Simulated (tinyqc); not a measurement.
Ion implantation: universal nuclear stopping, Lindhard-Scharff electronic stopping and a Gaussian range profile: one step, computed by the program tinyqc. Command: `OMP_NUM_THREADS=1 python tinyqc.py 3015142 3015143 out.jsonl implant walk`. One thread of a shared host (Intel(R) Xeon(R) Processor @ 2.30GHz), about 0.07 s of CPU time with the checks.

An ion slows by elastic collisions with screened nuclei and by friction with electrons; channelling is ignored and the target is uniform.

Question. Range and straggle. Reduced energy eps = 32.53 M2 E/(Z1 Z2 (M1 + M2)(Z1^0.23 + Z2^0.23)), E in keV; s_n = ln(1 + 1.1383 eps)/(2 (eps + 0.01321 eps^0.21226 + 0.19593 eps^0.5)) for eps up to 30 and ln(eps)/(2 eps) above; S_n = 8.462 Z1 Z2 M1 s_n/((M1 + M2)(Z1^0.23 + Z2^0.23)) in 1e-15 eV cm^2. S_e = k 3.83 Z1^(7/6) Z2/(Z1^(2/3) + Z2^(2/3))^(3/2) sqrt(E/M1) in 1e-15 eV cm^2, E in keV. Path length R = int_0^E dE'/(N (S_n + S_e)); energy lost to nuclei nu = int_0^E S_n/(S_n + S_e) dE' (both with E' = E y^3 and 64 Gauss-Legendre points in y). Estimates of Lindhard type: R_p = R/(1 + M2/(3 M1)), straggle dR_p = (2/3) R_p sqrt(M1 M2)/(M1 + M2).

Inputs (values chosen for the exercise, modelled on fluorine ions in silicon):

| quantity | value | unit |
|---|---|---|
| ion atomic number Z1 | 9 | - |
| ion mass M1 | 19 | u |
| target atomic number Z2 | 14 | - |
| target mass M2 | 28.09 | u |
| target density N | 49.94 | 1/nm^3 |
| ion energy E | 19 | keV |
| scale factor of electronic stopping k | 1.2 | - |

Give: path length R; projected range R_p; straggle dR_p; energy lost to nuclei nu.

Answer.

path length R = 70.05 nm

projected range R_p = 46.93 nm

straggle dR_p = 15.35 nm

energy lost to nuclei nu = 13.55 keV

71 % of the energy goes to nuclei over the whole path.
